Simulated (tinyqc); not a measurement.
# Stacked nanosheet transistor, parasitic resistance, capacitance and delay: effects of single changes

Ns sheets share one contact on top; each has perimeter p = 2 (Ws + ts) and cross-section A = Ws ts; contact width Wc = Ws + 10 nm, stack height Hs = Ns pv. Sheet 1 is the top one. Contact length Lc = CPP - Lg - 2 Lsp, shared by two neighbouring gates. Source and drain sides are equal. The formulas are first-order estimates, not field solutions.

Values chosen for this exercise; values close to those of silicon logic devices:
```
symbol    value        unit                                   meaning
T           300           K                               temperature
Ns            2                                      number of sheets
Ws           40          nm                               sheet width
ts            6          nm                           sheet thickness
pv           14          nm              vertical pitch of the sheets
rv          189         ohm  vertical resistance between sheet levels
CPP          42          nm                      contacted gate pitch
Lg           16          nm                               gate length
Lsp           4          nm                             spacer length
ks          3.3                   relative permittivity of the spacer
Hc           25          nm       gate height above the channel stack
rc       2.7e-9    ohm cm^2                       contact resistivity
re      0.00021      ohm cm   resistivity of the source-drain epitaxy
te           20          nm     current-carrying depth of the epitaxy
rx       0.0017      ohm cm              resistivity of the extension
Lov           1          nm                              gate overlap
Cinv        2.5     uF/cm^2                     inversion capacitance
vx        1.1e7        cm/s                        injection velocity
mu          200  cm^2/(V s)                         apparent mobility
VT         0.18           V           threshold at zero drain voltage
dl        0.022         V/V                          barrier lowering
n          1.29                                   subthreshold factor
Cw         0.12          fF                                 wire load
Vdd        0.65           V                            supply voltage
```

Constants: q = 1.602176634e-19 C, kB = 1.380649e-23 J/K, eps0 = 8.8541878128e-12 F/m, Vt = kB T/q. Results are converted to the units shown.

Each table varies one quantity; the others keep the values above.

## Effect of the number of sheets

Epitaxy sheet resistance Rsh = re/te, transfer length LT = sqrt(rc/Rsh), contact Rc = [sqrt(rc Rsh)/Wc] coth(Lc/(2 LT)); extension of one sheet Rx = rx Lsp/A. With N sheets: gate Cg = Cinv p N Lg; per side, plate Cp = ks eps0 [Wc (Hs + Hc) - N A]/Lsp, top fringe Cf = (2/pi) ks eps0 Wc ln(1 + Lg/(2 Lsp)), overlap Co = Cinv p N Lov. One sheet: I = p Q vx u/(1 + |u|^1.8)^(1/1.8), Q = Cinv n Vt ln(1 + exp((Vg' - VT + dl Vd')/(n Vt))), u = Vd' mu/(vx Lg), Vg' = Vgs - v, Vd' = Vds - 2 v, with the drop on each side v_j = Rc sum I + rv (sum over levels k = 2..j of the current of sheets k..Ns) + Rx I_j. Ieff = [I(Vgs = Vdd, Vds = Vdd/2) + I(Vdd/2, Vdd)]/2, total currents. With Cs = Cp + Cf + Co, the load of an inverter of two such devices driving an equal one is CL = 2 (Cg + 2 Cs) + 4 Cs + Cw (own drains counted twice for the Miller effect); delay CL Vdd/(2 Ieff).

The same in every row: Rc (ohm) = 606.3.

Effect of the number of sheets:
```
Ns  Rx/N (ohm)  Ieff (uA)  CL (aF)  delay (ps)
1        283.3      59.47    320.1       1.749
2        141.7      96.70    439.0       1.475
3        94.44      116.3    557.9       1.559
4        70.83      126.6    676.7       1.738
5        56.67      132.4    795.6       1.952
6        47.22      136.1    914.5       2.184
```

What does the comparison show?

As Ns goes from 1 to 6, Ieff rises from 59.5 to 136 uA, CL rises from 320 to 915 aF and the delay goes from 1.75 through a minimum of 1.48 (at Ns = 2 among the rows listed) to 2.18 ps. From the first row to the last Ieff grows by a factor of 2.29 and CL by 2.86; the first step changes the delay by -16 %, the last by 12 %.

## Effect of the supply voltage

Same model as above.

The same in every row: Rc (ohm) = 606.3; Rx/N (ohm) = 141.7; CL (aF) = 439.0.

Effect of the supply voltage:
```
Vdd (V)  Ieff (uA)  delay (ps)
0.45         50.05       1.973
0.55         72.92       1.655
0.65         96.70       1.475
0.75         120.9       1.362
0.85         145.2       1.285
0.95         169.7       1.229
```

Read the table: what changes, and by how much?

As Vdd goes from 0.45 to 0.95 V, Ieff rises from 50.1 to 170 uA, CL stays at 439 aF and the delay falls from 1.97 to 1.23 ps.

## Effect of the relative permittivity of the spacer

Same model as above.

The same in every row: Rc (ohm) = 606.3; Rx/N (ohm) = 141.7; Ieff (uA) = 96.70.

Result of one run:
```
ks  CL (aF)  delay (ps)
7     590.3       1.984
```

What becomes of these results when the relative permittivity of the spacer ks is changed from 7 to 1, all else the same?

Result of the changed run:
```
ks  CL (aF)  delay (ps)
1     344.9       1.159
```

The whole series:
```
ks   CL (aF)  delay (ps)
1      344.9       1.159
2      385.8       1.297
3      426.7       1.434
4      467.6       1.572
5.5    529.0       1.778
7      590.3       1.984
```

As ks goes from 1 to 7, Ieff stays at 96.7 uA, CL rises from 345 to 590 aF and the delay rises from 1.16 to 1.98 ps.

tinyqc, about 0.09 s, one thread, Intel Xeon 2.30GHz (shared host): `OMP_NUM_THREADS=1 python tinyqc.py 2170131 2170132 out.jsonl`
